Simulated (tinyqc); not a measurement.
Inside a calculation. Method: G0W0 on RHF in the sto-6g basis, for H4, spin multiplicity 1. Computed by tinyqc, a small Python program that keeps every step (integrals from PySCF). Settings: charge = 0, multiplicity = 1, basis = sto-6g, method = RHF, energy threshold = 1e-10, iteration cap = 59, orthogonalisation = symmetric, start = atomic densities, DIIS depth = 6. Command: `OMP_NUM_THREADS=1 python tinyqc.py 29372 29373 out.jsonl` (the two numbers bound the seeds that draw the settings). One thread of a shared host (Intel(R) Xeon(R) Processor @ 2.60GHz), about 0.06 s of CPU time with the checks. The early iterations of the SCF are left out here.

## One-electron integrals

Geometry (angstrom):
```
atom       x       y       z
H     0.0000  0.0000  0.0000
H     0.0000  0.0000  0.8110
H     0.0000  1.7320  0.0000
H     0.0000  1.7320  0.8110
```

Basis sto-6g: exponents (1/bohr^2) and contraction coefficients of normalised primitives:
```
element  l (shell)  exponent  coefficient
H            s (1)   35.5232       0.0092
H            s (1)    6.5131       0.0494
H            s (1)    1.8221       0.1685
H            s (1)    0.6260       0.3706
H            s (1)    0.2431       0.4165
H            s (1)    0.1001       0.1303
```

Overlap, kinetic and nuclear-attraction integrals over the contracted functions; the nuclear repulsion is the sum of Za Zb / Rab.

nuclear repulsion = 2.469455 hartree

overlap S, lower triangle:
```
        1H 1s   2H 1s   3H 1s   4H 1s
1H 1s  1.0000
2H 1s  0.6136  1.0000
3H 1s  0.1822  0.1378  1.0000
4H 1s  0.1378  0.1822  0.6136  1.0000
```

kinetic energy T (hartree), lower triangle:
```
         1H 1s    2H 1s   3H 1s   4H 1s
1H 1s   0.7685
2H 1s   0.1950   0.7685
3H 1s  -0.0057  -0.0106  0.7685
4H 1s  -0.0106  -0.0057  0.1950  0.7685
```

nuclear attraction V (hartree), lower triangle:
```
         1H 1s    2H 1s    3H 1s    4H 1s
1H 1s  -2.4313
2H 1s  -1.4382  -2.4313
3H 1s  -0.3755  -0.2910  -2.4313
4H 1s  -0.2910  -0.3755  -1.4382  -2.4313
```

core Hamiltonian H = T + V (hartree), lower triangle:
```
         1H 1s    2H 1s    3H 1s    4H 1s
1H 1s  -1.6628
2H 1s  -1.2432  -1.6628
3H 1s  -0.3812  -0.3015  -1.6628
4H 1s  -0.3015  -0.3812  -1.2432  -1.6628
```

## Two-electron integrals

Functions are numbered as in S; the eight-fold symmetry (ij|kl) = (ji|kl) = (kl|ij) leaves the list below.

Two-electron integrals (ij|kl) in chemists' order, unique and non-zero (hartree):
```
(11|11) 0.7750   (21|11) 0.4048   (21|21) 0.2527   (22|11) 0.5436
(22|21) 0.4048   (22|22) 0.7750   (31|11) 0.0913   (31|21) 0.0514
(31|22) 0.0745   (31|31) 0.0179   (32|11) 0.0625   (32|21) 0.0400
(32|22) 0.0656   (32|31) 0.0126   (32|32) 0.0098   (33|11) 0.3028
(33|21) 0.1801   (33|22) 0.2754   (33|31) 0.0913   (33|32) 0.0656
(33|33) 0.7750   (41|11) 0.0656   (41|21) 0.0400   (41|22) 0.0625
(41|31) 0.0126   (41|32) 0.0097   (41|33) 0.0625   (41|41) 0.0098
(42|11) 0.0745   (42|21) 0.0514   (42|22) 0.0913   (42|31) 0.0147
(42|32) 0.0126   (42|33) 0.0745   (42|41) 0.0126   (42|42) 0.0179
(43|11) 0.1801   (43|21) 0.1124   (43|22) 0.1801   (43|31) 0.0514
(43|32) 0.0400   (43|33) 0.4048   (43|41) 0.0400   (43|42) 0.0514
(43|43) 0.2527   (44|11) 0.2754   (44|21) 0.1801   (44|22) 0.3028
(44|31) 0.0745   (44|32) 0.0625   (44|33) 0.5436   (44|41) 0.0656
(44|42) 0.0913   (44|43) 0.4048   (44|44) 0.7750
```

## Orthogonalisation

S = U s U^T; symmetric (Loewdin) form X = U s^(-1/2) U^T, so that X^T S X = 1.

eigenvalues of S: 0.3419  0.4308  1.2936  1.9336

X, lower triangle:
```
         1H 1s    2H 1s    3H 1s   4H 1s
1H 1s   1.2080
2H 1s  -0.4088   1.2080
3H 1s  -0.0867   0.0066   1.2080
4H 1s   0.0066  -0.0867  -0.4088  1.2080
```

## Iteration 3 (converged): orbitals

converged F (hartree), lower triangle:
```
         1H 1s    2H 1s    3H 1s    4H 1s
1H 1s  -0.3377
2H 1s  -0.5691  -0.3377
3H 1s  -0.1546  -0.1429  -0.3377
4H 1s  -0.1429  -0.1546  -0.5691  -0.3377
```

Diagonalise F' = X^T F X, C = X C', fill 2 alpha and 2 beta electrons from the bottom; D = 2 C_occ C_occ^T. Each column has its largest component positive (the first on a tie).

F' = X^T F X (hartree), lower triangle:
```
         1        2        3       4
1   0.0319
2  -0.5788   0.0319
3  -0.0883   0.0124   0.0319
4   0.0124  -0.0883  -0.5788  0.0319
```

orbital energies (hartree): MO1 -0.6228, MO2 -0.4710, MO3 0.5100, MO4 0.7112

coefficients C:
```
          MO1      MO2      MO3      MO4
1H 1s  0.3596   0.4396   0.7618   0.8551
2H 1s  0.3596   0.4396  -0.7618  -0.8551
3H 1s  0.3596  -0.4396   0.7618  -0.8551
4H 1s  0.3596  -0.4396  -0.7618   0.8551
```

D after iteration 3, lower triangle:
```
         1H 1s    2H 1s   3H 1s   4H 1s
1H 1s   0.6451
2H 1s   0.6451   0.6451
3H 1s  -0.1279  -0.1279  0.6451
4H 1s  -0.1279  -0.1279  0.6451  0.6451
```

## Convergence

Stop when the energy changes by less than 1e-10 hartree and every element of the error matrix X^T (F D S - S D F) X is below 3e-06.

Course of the cycle:
```
iteration  E (hartree)     change  largest element of the error matrix
1            -1.602221          -                             9.71e-16
2            -2.199037  -5.97e-01                             1.14e-15
3            -2.199037  -8.88e-16                             2.14e-15
```

PySCF RHF in the same basis = -2.199037 hartree

Converged in 3 iterations.

## Integrals over molecular orbitals

(pq|rs) = sum C_ip C_jq C_kr C_ls (ij|kl), one index at a time.

one-electron integrals over orbitals h = C^T H C (hartree), lower triangle:
```
         1        2        3        4
1  -1.8560
2   0.0000  -1.7187
3   0.0000   0.0000  -1.1588
4   0.0000   0.0000   0.0000  -0.9941
```

Two-electron integrals over orbitals (pq|rs), unique and non-zero (hartree):
```
(11|11) 0.4732   (21|21) 0.1919   (22|11) 0.4759   (22|22) 0.4878
(31|31) 0.0997   (32|32) 0.0859   (33|11) 0.4609   (33|22) 0.4663
(33|33) 0.4716   (41|32) 0.0839   (41|41) 0.0820   (42|31) 0.1040
(42|42) 0.1118   (43|21) 0.1894   (43|43) 0.2074   (44|11) 0.4694
(44|22) 0.4802   (44|33) 0.4818   (44|44) 0.4962
```

## Screening: direct RPA

With D = e_a - e_i and K = (ia|jb): diagonalise D^(1/2) (D + 4K) D^(1/2) = Z w^2 Z^T; X + Y = D^(1/2) Z w^(-1/2), each column of Z with its largest component positive (the first on a tie); E_c = (sum w - tr (D + 2K)) / 2.

D^(1/2) (D + 4K) D^(1/2) (hartree^2), lower triangle:
```
        1>3     1>4     2>3     2>4
1>3  1.7351
1>4  0.0000  2.2172
2>3  0.0000  0.3840  1.2997
2>4  0.4814  0.0000  0.0000  1.9267
```

excitation energies w (hartree): 1.0771  1.1576  1.5237  1.5352

X + Y:
```
           1        2       3       4
1>3   0.0000   0.7647  0.5470  0.0000
1>4  -0.3800   0.0000  0.0000  0.8762
2>3   0.8970   0.0000  0.0000  0.2730
2>4   0.0000  -0.6411  0.6809  0.0000
```

RPA correlation energy = -0.047775 hartree

## G0W0 on Hartree-Fock: HOMO

W(p,q,m) = sqrt2 sum_ia (pq|ia) (X+Y)_ia,m; Sigma_c(x) = sum_(i,m) W^2/(x - e_i + w_m) + sum_(a,m) W^2/(x - e_a - w_m); solve x = e_p + Sigma_c(x) by Newton steps; Z = 1/(1 - dSigma/dx); 1 hartree = 27.211386 eV.

The 12 largest terms at x = e_p (hartree; W for the signs of X + Y given):
```
q  m       W       term
4  3  0.1882    -0.0131
3  4  0.1372    -0.0075
3  1  0.0639    -0.0020
4  2  0.0111  -5.23e-05
```

Newton steps (hartree):
```
step        x  Sigma_c(x)       Z
0     -0.4710     -0.0226  0.9913
1     -0.4934     -0.0224  0.9914
2     -0.4934     -0.0224  0.9914
```

quasiparticle energy of the HOMO = -13.4268 eV

Hartree-Fock value = -12.8172 eV

## G0W0 on Hartree-Fock: LUMO

As before.

The 12 largest terms at x = e_p (hartree; W for the signs of X + Y given):
```
q  m       W      term
1  3  0.1773    0.0118
2  4  0.1372    0.0075
2  1  0.0639    0.0020
1  2  0.0135  8.00e-05
```

Newton steps (hartree):
```
step       x  Sigma_c(x)       Z
0     0.5100      0.0214  0.9916
1     0.5312      0.0212  0.9918
2     0.5312      0.0212  0.9918
```

quasiparticle energy of the LUMO = 14.4550 eV

Hartree-Fock value = 13.8783 eV
